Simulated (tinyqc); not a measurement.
Born-von Karman spring model of a cubic crystal with one atom per cell: one step, computed by the program tinyqc.

First neighbours lie at a/2 (1,1,0) (12 of them), second at a (1,0,0) (6), with all permutations and signs; the volume per atom is Omega = a^3/4.

Problem. Elastic constants from long waves. [ij,kl] = (1/(2 Omega)) sum_R K_ij R_k R_l; C11 = [xx,xx], C44 = [xx,yy], C12 = 2 [xy,xy] - C44; B = (C11 + 2 C12)/3; Zener ratio A = 2 C44/(C11 - C12). K(R) = kL n n^T + kT (1 - n n^T).

Inputs (values chosen for the exercise, for a model crystal):

| quantity | value | unit |
|---|---|---|
| lattice constant a | 3.14 | angstrom |
| radial spring k1L | 2 | eV/angstrom^2 |
| transverse spring k1T | 0 | eV/angstrom^2 |
| radial spring k2L | 0.49 | eV/angstrom^2 |
| transverse spring k2T | 0 | eV/angstrom^2 |

Lattice: fcc.

Constants: 1 eV/angstrom^3 = 160.2176634 GPa.

Give: C11; C12; C44; bulk modulus B; Zener ratio A.

Solution.

C11 = 304.1 GPa

C12 = 102.0 GPa

C44 = 102.0 GPa

bulk modulus B = 169.4 GPa

Zener ratio A = 1.010

C12 - C44 = 0.00 GPa: the Cauchy relation C12 = C44 holds, as it must when sum_R kT R^2 = 0.
